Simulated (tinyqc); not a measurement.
# AlGaN/GaN HEMT with access regions, lumped model: several studies

A polarisation-induced electron sheet under a Schottky gate, in series with two ungated access regions and contacts. Drift law v = mu E/(1 + mu E/vs) under the gate. Currents in mA/mm, resistances in ohm mm. No self-heating, no channel-length modulation; fits for polarisation, barrier and offset are chosen for the exercise.

Parameters, values chosen for the exercise; values close to those of AlGaN/GaN structures: aluminium share of the barrier x = 0.22; barrier thickness d = 18 nm; relative permittivity of barrier and channel eps_r = 9.2; channel mobility mu = 1300 cm^2/(V s); saturation velocity vs = 1.2e7 cm/s; gate length Lg = 0.25 um; source access length Ls = 0.5 um; drain access length Ld = 4 um; resistance of each contact Rc = 0.59 ohm mm; share of the drain-access electrons removed by traps ft = 0; gate voltage Vg = 1 V; critical field Ec = 3 MV/cm; depth over which the depleted charge spreads te = 0.23 um; insulator under the field plate tf = 100 nm; relative permittivity of that insulator ei = 7.5.

Constants: q = 1.602176634e-19 C, eps0 = 8.8541878128e-14 F/cm where lengths are in cm. Results are converted to the units shown.

Each table varies one quantity; the others keep the values above.

## Effect of the gate voltage

sigma = (5e13 x + 1.6e13 x^2) cm^-2, phiB = 0.84 + 1.3 x, dEc = 0.7 (1.71 x + x^2) in volts, Cb = eps0 eps_r/d, VT = phiB - dEc - q sigma/Cb, access density n0 = -Cb VT/q. Access resistance R(L, n) = L/(q mu n sqrt(1 - (I/(q n vs))^2)); Rs = Rc + R(Ls, n0), Rd = Rc + R(Ld, (1 - ft) n0). Vg' = Vg - I Rs, Vd' = Vd - I (Rs + Rd); with u = Vg' - VT, Vc = vs Lg/mu and w the smaller of Vd' and Vc [sqrt(1 + 2 u/Vc) - 1] (0 if negative), the channel gives (mu Cb/Lg)(u w - w^2/2)/(1 + w/Vc). I equals that channel current. Isat is I at Vd = 10 V, gm = dIsat/dVg, Ron the limit of Vd/I at small Vd.

The same in every row: VT (V) = -3.340; n0 (cm^-2) = 9.433e12.

Effect of the gate voltage:

| Vg (V) | Ron (ohm mm) | Isat (mA/mm) | gm (mS/mm) |
|---|---|---|---|
| -2.9 | 4.437 | 71.77 | 226.9 |
| -2.3 | 3.879 | 224.4 | 272.9 |
| -1.6 | 3.715 | 423.3 | 292.7 |
| -1 | 3.652 | 601.5 | 300.4 |
| -0.4 | 3.615 | 782.8 | 303.1 |
| 0.2 | 3.590 | 964.3 | 301.2 |
| 0.9 | 3.571 | 1172 | 291.5 |
| 1.5 | 3.558 | 1342 | 272.8 |

What does the comparison show?

As Vg goes from -2.9 to 1.5 V, Ron falls from 4.44 to 3.56 ohm mm, Isat rises from 71.8 to 1340 mA/mm and gm goes from 227 through a maximum of 303 (at Vg = -0.4 V among the rows listed) to 273 mS/mm. The ceiling Cb vs is 543 mS/mm. For Vg = -1 to 1.5 V the power passes 5 W/mm, where self-heating, left out here, lowers the current. At Vg = 1.5 V Vg comes within 0.2 V of phiB or passes it, so at low drain current, as for Ron, the Schottky gate would conduct.

## Effect of the source access length

Same model as above.

The same in every row: VT (V) = -3.340; n0 (cm^-2) = 9.433e12.

Effect of the source access length:

| Ls (um) | Ron (ohm mm) | Isat (mA/mm) | gm (mS/mm) |
|---|---|---|---|
| 0.1 | 3.365 | 1311 | 334.6 |
| 0.3 | 3.466 | 1252 | 308.0 |
| 0.6 | 3.619 | 1179 | 281.6 |
| 1 | 3.823 | 1098 | 257.6 |
| 1.5 | 4.077 | 1017 | 236.2 |
| 2.5 | 4.586 | 891.3 | 206.4 |
| 4 | 5.350 | 757.2 | 176.2 |

As Ls goes from 0.1 to 4 um, Ron rises from 3.36 to 5.35 ohm mm, Isat falls from 1310 to 757 mA/mm and gm falls from 335 to 176 mS/mm. The ceiling Cb vs is 543 mS/mm. In every row the power passes 5 W/mm, where self-heating, left out here, lowers the current. In every row Vg comes within 0.2 V of phiB or passes it, so at low drain current, as for Ron, the Schottky gate would conduct.

## Field plate: effect of the aluminium share of the barrier

Off state: a depleted stretch that holds the voltage V has the peak field sqrt(k V), k = 2 q n0/(eps0 eps_r te), so one edge holds V1 = Ec^2/k. The sheet under the plate pinches off at Vf = q n0 (1/Cb + tf/(eps0 ei)); beyond it the gate edge is screened. BV = V1 if Vf >= V1, else Vf + V1, and at most Ec Ld.

The same in every row: Ec Ld (V) = 1200.

Results:

| x | Vf (V) | V1 (V) | BV (V) |
|---|---|---|---|
| 0.14 | 13.66 | 106.5 | 120.2 |
| 0.18 | 19.80 | 73.52 | 93.32 |
| 0.22 | 26.10 | 55.78 | 81.88 |
| 0.3 | 39.17 | 37.17 | 37.17 |
| 0.34 | 45.95 | 31.69 | 31.69 |
| 0.38 | 52.88 | 27.53 | 27.53 |

Estimate the missing row, x = 0.26.

Computed row:

| x | Vf (V) | V1 (V) | BV (V) |
|---|---|---|---|
| 0.26 | 32.56 | 44.72 | 77.28 |

With this row back in the table: BV falls from 120 to 27.5 V. The plate helps (Vf < V1) in 4 of the 7 rows, and the access length caps BV in 0. More sheet charge lowers Ron but steepens the field, so V1 falls.

Program tinyqc, `OMP_NUM_THREADS=1 python tinyqc.py 2570042 2570043 out.jsonl`; Intel Xeon 2.30GHz, shared host, one thread, about 0.01 s.
